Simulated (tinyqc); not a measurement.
The 3-omega method: a line heater on a substrate with a thin film: one step, computed by the program tinyqc. Command: `OMP_NUM_THREADS=1 python tinyqc.py 3014495 3014496 out.jsonl threeomega walk`. One thread of a shared host (Intel(R) Xeon(R) Processor @ 2.30GHz), about 0.01 s of CPU time with the checks.

A current at angular frequency omega = 2 pi f heats the line at 2 omega with the amplitude P per length; the temperature swing Delta T at 2 omega gives a voltage at 3 omega. The substrate is taken as semi-infinite and isotropic, and the heat capacity of heater and film is left out.

Problem. Penetration depth. D = kappa/C; q = sqrt(2 i omega/D); penetration depth 1/|q| = sqrt(D/(2 omega)).

Inputs (values chosen for the exercise, modelled on silica on sapphire):
```
quantity                      value           unit
substrate conductivity kappa   36.3        W/(m K)
substrate heat capacity C      2.98  1e6 J/(m^3 K)
heater half-width b             2.9     micrometre
current frequency f            3100             Hz
substrate thickness d_s         525     micrometre
```

Give: diffusivity D; penetration depth; |q| b; penetration depth / d_s.

Solution.

diffusivity D = 12.18 mm^2/s

penetration depth = 17.68 micrometre

|q| b = 0.1640

penetration depth / d_s = 0.03368
